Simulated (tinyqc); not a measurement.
What moves the results: cyclotron resonance of ellipsoidal valleys, Ge type. A value that a table varies takes the place of the one given here.

Valleys along [111], [-111], [1-11], [11-1], mass ml along the axis and mt across it. B lies in the (1-10) plane, b = (sin(theta)/sqrt2, sin(theta)/sqrt2, cos(theta)). For the angle phi between B and the axis, 1/mc^2 = cos^2(phi)/mt^2 + sin^2(phi)/(mt ml). Resonance: h nu = 2 muB B/mc, h = 2 pi hbar.

Constants: hbar = 6.58211957e-16 eV s; muB = 5.788381798e-05 eV/T.

Values chosen for the exercise (near those of Ge; shifted at random, so the results belong to these values and not to a real crystal):
- ml = 1.514 m0 (longitudinal mass)
- mt = 0.084 m0 (transverse mass)
- ths = (0, 10, 25, 35, 55, 70, 90) degrees (angles)
- g1 = 13.37 (Luttinger gamma1)
- g2 = 4.2 (gamma2)
- g3 = 5.63 (gamma3)
- theta = 53 degrees (angle of B from [001] towards [110])
- nu = 9.4 GHz (microwave frequency)

## Rotating the field

mc against theta; [-111] and [1-11] stay equal in this plane.

Cyclotron masses (m0):
```
theta (degrees)   [111]  [-111]  [11-1]
0                0.1380  0.1380  0.1380
10               0.1152  0.1398  0.1761
25               0.0959  0.1499  0.2873
35               0.0889  0.1626  0.3566
55               0.0840  0.2106  0.2079
70               0.0869  0.2765  0.1396
90               0.1015  0.3566  0.1015
```

All valleys give one line at theta = 0, B along [001], with mc = 0.1380. The [111] valley reaches mt at 54.7 degrees, and [11-1] reaches its largest value sqrt(ml mt) = 0.3566 at 35.3 degrees, where B is perpendicular to it; the listed maximum of that branch is 0.3566. The pair [-111], [1-11] reaches the same value at 90 degrees.

## Heavy and light holes (cyclotron masses of warped hole bands)

E = c k^2 f(n) with f = g1 -/+ 2 sqrt(g2^2 + 3 (g3^2 - g2^2)(nx^2 ny^2 + ny^2 nz^2 + nz^2 nx^2)). For the orbit through k = 0 perpendicular to b = (sin(theta)/sqrt2, sin(theta)/sqrt2, cos(theta)), mc is the mean of 1/f over the directions n in that plane (180 evenly spaced angles). Quantum effects of the lowest levels are left out.

Cyclotron masses (m0):
```
theta (degrees)   heavy   light
0                0.2727  0.0437
10               0.2796  0.0435
25               0.3129  0.0427
35               0.3405  0.0422
55               0.3633  0.0417
70               0.3593  0.0419
90               0.3559  0.0423
```

The heavy mass varies by 33 % over the table, with its largest listed value at 55 degrees ([111] lies at 54.7) and its smallest at 0; the light mass varies by 4.8 %. The warping term enters both with the same size, but it is set against a small inverse mass in one and a large one in the other (along [111], g1 - 2 g3 = 2.11 and g1 + 2 g3 = 24.63).

## What each parameter does

Resonance fields B = h nu mc/(2 muB) of the valleys [111], [-111] and [11-1]. Each row changes one parameter from the base and keeps the others.

Results:
```
case                [111] (T)  [-111] (T)  [11-1] (T)
base                   0.0282      0.0685      0.0746
ml = 1.741 m0          0.0282      0.0698      0.0763
mt = 0.076 m0          0.0255      0.0629      0.0686
theta = 49 degrees     0.0283      0.0645      0.0855
nu = 10.34 GHz         0.0310      0.0754      0.0820
```

The largest shifts from the base row, up to three for each result and ties (the steps differ in size, so this ranks the rows, not the parameters). [111] (T): nu +0.0028, mt -0.0027, theta +0.0001; unchanged at the printed digits by ml. [-111] (T): nu +0.0069, mt -0.0057, theta -0.0040. [11-1] (T): theta +0.0110, nu +0.0075, mt -0.0059.

(tinyqc, `OMP_NUM_THREADS=1 python tinyqc.py 1251354 1251355 out.jsonl`, Intel(R) Xeon(R) Processor @ 2.30GHz, 1 thread, shared host, about 0.01 s.)
